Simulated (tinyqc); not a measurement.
# Short-channel transistor, virtual-source model with series resistance: effect of the velocity at the virtual source on the on and off currents

The current per gate width is the charge at the top of the source barrier (the virtual source) times its velocity times a saturation function; al and be are fitting constants of the model. Units: I in uA/um, Rs in ohm um, so I Rs = 1e-6 I Rs in volts; Q in uC/cm^2, so I = 1e-4 Q vx0 Fsat with vx0 in cm/s.

Intrinsic voltages Vg' = Vgs - I Rs, Vd' = Vds - 2 I Rs. n = n0 + nd Vd', VT = VT0 - dl Vd', Ff = 1/(1 + exp((Vg' - VT + al Vt/2)/(al Vt))), Q = Cinv n Vt ln(1 + exp((Vg' - VT + al Vt Ff)/(n Vt))), Vdsat = (vx0 L/mu)(1 - Ff) + Vt Ff, Fsat = u/(1 + u^be)^(1/be) with u = Vd'/Vdsat, and I = Q vx0 Fsat per width. I is solved self-consistently. Ion is I at Vgs = Vds = 0.7 V, Ioff at Vgs = 0, Vds = 0.7 V, and Rlin = Vds/I at Vgs = 0.7 V, Vds = 0.05 V.

Values chosen for this exercise: temperature T = 300 K; inversion capacitance Cinv = 3.11 uF/cm^2; apparent mobility mu = 570 cm^2/(V s); channel length L = 90 nm; threshold at zero drain voltage VT0 = 0.43 V; drain-induced barrier lowering dl = 0.125 V/V; subthreshold factor n0 = 1.11; growth of n with drain voltage nd = 0.1 1/V; threshold shift (in units of Vt) from weak to strong inversion al = 3.5; sharpness of saturation be = 1.8; series resistance of each contact Rs = 90 ohm um.

Constants: q = 1.602176634e-19 C, kB = 1.380649e-23 J/K, Vt = kB T/q. Results are converted to the units shown.

Effect of the velocity at the virtual source on the on and off currents:
```
vx0 (cm/s)  Ion (uA/um)  Ioff (nA/um)  log10(Ion/Ioff)  Rlin (ohm um)
5e6               470.2         10.99            4.631          382.5
7.1e6             622.9         15.60            4.601          375.0
1e7               798.2         21.97            4.560          371.1
1.4e7             984.6         30.75            4.505          369.0
2e7                1175         43.90            4.428          367.8
2.8e7              1326         61.42            4.334          367.1
4e7                1442         87.64            4.216          366.7
```

What does the table show?

As vx0 goes from 5e6 to 4e7 cm/s, Ion rises from 470 to 1440 uA/um, Ioff rises from 11.0 to 87.6 nA/um and Rlin falls from 382 to 367 ohm um. Ion changes by a factor of 3.07 and Ioff by 7.98.

Program tinyqc, `OMP_NUM_THREADS=1 python tinyqc.py 2380086 2380087 out.jsonl`; Intel Xeon 2.30GHz, shared host, one thread, about 0.01 s.
